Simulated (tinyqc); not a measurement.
# Resonant-tunnelling diode, transfer matrices and Tsu-Esaki current: effect of temperature at two biases

Emitter (band edge 0), barrier d1, well Lw, barrier d2, spacer ds, collector (edge -V). The bias drops linearly over these layers and none in the contacts; each layer is cut into ns equal slices, flat at the value of their centres. E is the energy of motion across the layers, C = hbar^2/(2 m0), psi and psi'/m are continuous. Transport is coherent, T(E) is taken as independent of the transverse momentum, and charge in the well is ignored.

The current at V = 0.132 V and at V = 0.202 V, Ef held fixed. For the pair (psi, psi'/m) a flat layer has M = [[cos kd, (m/k) sin kd], [-(k/m) sin kd, cos kd]] with k = sqrt(m (E - U)/C) above its edge U, and M = [[cosh Kd, (m/K) sinh Kd], [(K/m) sinh Kd, cosh Kd]] with K = sqrt(m (U - E)/C) below it. Later slices stand to the left. With M acting on (psi, psi'/m) and v = k/m in each lead, T(E) = 4 vL vR/[(vL vR M12 - M21)^2 + (vR M11 + vL M22)^2]. J = J0 times the integral over E > 0 of T(E) N(E), N = ln[(1 + exp((Ef - E)/Vt))/(1 + exp((Ef - V - E)/Vt))], J0 = q^2 mw m0 kB T/(2 pi^2 hbar^3) (times 1e-4 for A/cm^2 per eV). The integral is converged to the digits shown.

Parameters, values chosen for the exercise; masses and offsets of a made-up heterostructure:
```
symbol  value  unit                                               meaning
mw      0.047    m0                 mass in the well, spacer and contacts
U1       0.22    eV                                        barrier height
m1       0.11    m0                                          barrier mass
d1        2.4    nm                                       emitter barrier
Lw        6.2    nm                                            well width
d2        2.4    nm                                     collector barrier
ns          4                                        slices in each layer
ds        3.8    nm            undoped spacer after the collector barrier
Ef      0.043    eV  Fermi energy of both contacts above their band edges
```

Constants: q = 1.602176634e-19 C, kB = 1.380649e-23 J/K, hbar = 1.054571817e-34 J s, m0 = 9.1093837015e-31 kg, Vt = kB T/q, hbar^2/(2 m0) = 0.0380998212 eV nm^2. Results are converted to the units shown.

Results:
```
T (K)  J at 0.132 V (kA/cm^2)  J at 0.202 V (kA/cm^2)  ratio
40                      109.6                   7.390  14.83
150                     115.7                   9.851  11.75
220                     125.2                   13.53  9.258
300                     140.3                   22.43  6.256
400                     167.0                   47.16  3.541
```

Estimate the missing row, T = 77 K.

Computed row:
```
T (K)  J at 0.132 V (kA/cm^2)  J at 0.202 V (kA/cm^2)  ratio
77                      110.5                   7.881  14.02
```

With this row back in the table: The first current rises from 110 to 167 kA/cm^2, the second rises from 7.39 to 47.2 kA/cm^2, and their ratio falls from 14.8 to 3.54. Heat lifts electrons to energies where the barriers transmit more, which raises the second current by a far larger factor than the first.

Program tinyqc, `OMP_NUM_THREADS=1 python tinyqc.py 2600006 2600007 out.jsonl`; Intel Xeon 2.30GHz, shared host, one thread, about 0.4 s.
